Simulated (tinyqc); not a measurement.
A barrier in a uniform field, exact transmission by Airy functions: two steps of the calculation.

The left lead has its band edge at 0, the barrier edge falls as U(x) = U0 - F x with F = V/d for 0 < x < d, and the right lead has its edge at -V. No transverse momentum; C = hbar^2/(2 m0); psi and psi'/m are continuous. M carries (psi, psi'/m) across the barrier.

Parameters, values chosen for the exercise; masses and offsets of a made-up heterostructure:
```
symbol  value  unit                     meaning
mL      0.027    m0       mass in the left lead
U0        1.6    eV       barrier edge at x = 0
m1       0.11    m0         mass in the barrier
E       0.957    eV             electron energy
d         5.5    nm               barrier width
V         1.5     V  voltage across the barrier
mR      0.027    m0      mass in the right lead
```

Constants: q = 1.602176634e-19 C, hbar = 1.054571817e-34 J s, m0 = 9.1093837015e-31 kg, hbar^2/(2 m0) = 0.0380998212 eV nm^2. Results are converted to the units shown.

Question 1. Scaled variables. Energy scale e = (C F^2/m1)^(1/3), z(x) = (U(x) - E)/e, s = (dz/dx)/m1 = -F/(e m1); v = k/m in a lead. vL = sqrt(mL E/C)/mL, vR = sqrt(mR (E + V)/C)/mR.

Find: F; e; z1; z2; s; vL; vR.

Answer 1.

F = 0.27273 V/nm
e = 0.29534 eV
z1 = 2.1771
z2 = -2.9017
s = -8.3947 1/nm
vL = 30.501 1/nm
vR = 48.872 1/nm

z2 < 0: the electron leaves the forbidden region inside the barrier.

Question 2. Transmission, exact and WKB. With M acting on (psi, psi'/m) and v = k/m in each lead, T(E) = 4 vL vR/[(vL vR M12 - M21)^2 + (vR M11 + vL M22)^2]. WKB: exp(-S), S = (4/(3 F)) sqrt(m1/C) [max(U0 - E, 0)^1.5 - max(U0 - F d - E, 0)^1.5].

M (M12 in nm, M21 in 1/nm):
```
,1,2
1,-5.9232007,-0.52815764
2,-59.857365,-5.5061658
```

vL = 30.500897 1/nm
vR = 48.871900 1/nm

Find: T(E); S; exp(-S); ratio T(E)/exp(-S).

Answer 2.

T(E) = 0.0080750
S = 4.2831
exp(-S) = 0.013799
ratio T(E)/exp(-S) = 0.58517

Range of the model: Masses are held fixed, although real bands cease to be parabolic a few tenths of an eV from their edges.

tinyqc, about 0.01 s, one thread, Intel Xeon 2.30GHz (shared host): `OMP_NUM_THREADS=1 python tinyqc.py 2580004 2580005 out.jsonl`
